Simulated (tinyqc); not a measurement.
# Conductivities from two wire lengths

Problem. A wire with uniform heating p0 per length and ends at the substrate temperature has theta(L/2) = (p0/g)[1 - 1/cosh(L/(2 LH))], LH = sqrt(kap A/g). Find LH, g and kap.

Values chosen for this exercise:
```
symbol  value   unit             meaning
A        1300   nm^2       cross-section
p0       0.37  uW/nm  heating per length
```

theta at the middle for L = 550 and 1100 nm (K): [62.789122, 130.16252]

Answer. With c = cosh(L1/(2 LH)) the longer wire has 2 c^2 - 1. The ratio of the two rises falls steadily from 4 to 1 as c grows, so it fixes c; g and kap follow.

LH = 272.6 nm
g = 2.100 W/(m K)
kap = 120.0 W/(m K)

tinyqc, about 0.01 s, one thread, Intel Xeon 2.30GHz (shared host): `OMP_NUM_THREADS=1 python tinyqc.py 2520040 2520041 out.jsonl`
